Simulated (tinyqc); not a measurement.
Convergence with the basis: effective-mass impurity with a central-cell term, in a basis of Slater functions. Computed by tinyqc, a small Python program. Command: `OMP_NUM_THREADS=1 python tinyqc.py 3018209 3018210 out.jsonl centralcell walk`. One thread of a shared host (Intel(R) Xeon(R) Processor @ 2.30GHz), about 0.01 s of CPU time with the checks.

The envelope obeys H = -nabla^2 - (2/r) [Z + A exp(-kappa r)] in effective units, with kappa = a*/lambda; positive A deepens the well near the core.

Inputs (values chosen for the exercise, with screening close to that of ZnO):
```
quantity                   value      unit
effective mass m           0.336       m_0
dielectric constant eps     8.31         -
charge Z of the core           1         -
central-cell strength A      1.5         -
central-cell range lambda    2.2  angstrom
smallest exponent zeta_1     0.4      1/a*
ratio beta of exponents      2.3         -
```

Impurity: acceptor, one isotropic band.

Constants: Ry = 13.605693123 eV; a_0 = 0.529177210903 angstrom.

Method:
- Units: Ry* = Ry m/eps^2 and a* = a_0 eps/m, with m in m_0.
- kappa = a*/lambda; the hydrogenic ground state is bound by Z^2 Ry*.
- For s functions exp(-zeta r), with s = zeta_i + zeta_j: S = 2/s^3, T = zeta_i zeta_j S, V = -2 Z/s^2, W = -2 A/(s + kappa)^2; each function is normalised by dividing by sqrt(S_ii S_jj).
- Large basis: zeta_i = 0.06 x 1.6^(i-1), i = 1..22, same formulas; for p functions r exp(-zeta r): S = 24/s^5, T = zeta_i zeta_j S (centrifugal term included), V = -12 Z/s^4, W = -12 A/(s + kappa)^4; overlap eigenvalues below 1e-11 are dropped.
- Binding energies are -E Ry*; the effective quantum number is nu = Z/sqrt(-E); |psi(0)|^2 is given relative to the hydrogenic Z^3/(pi a*^3).
- zeta_i = zeta_1 beta^(i-1), i = 1..n.
- The error is the lowest level above the large-basis value.

kappa = 5.94895 1/a*

Ry* = 66.2000 meV

1s binding energy = 86.0874 meV

Error of the 1s level:
```
n  error (meV)  largest exponent (1/a*)
1       42.603               4.0000e-01
2        8.152               9.2000e-01
3        0.534               2.1160e+00
4        0.297               4.8668e+00
5        0.211               1.1194e+01
6        0.194               2.5745e+01
7        0.189               5.9214e+01
8        0.187               1.3619e+02
```

What follows from these numbers?

The error falls from 42.6 to 0.187 meV. The last function changes it by less than 5 %: it has levelled off, and what remains is set by beta and zeta_1, not by the range of exponents.

Extremes, crossings and ranges named in words are read from the listed rows.
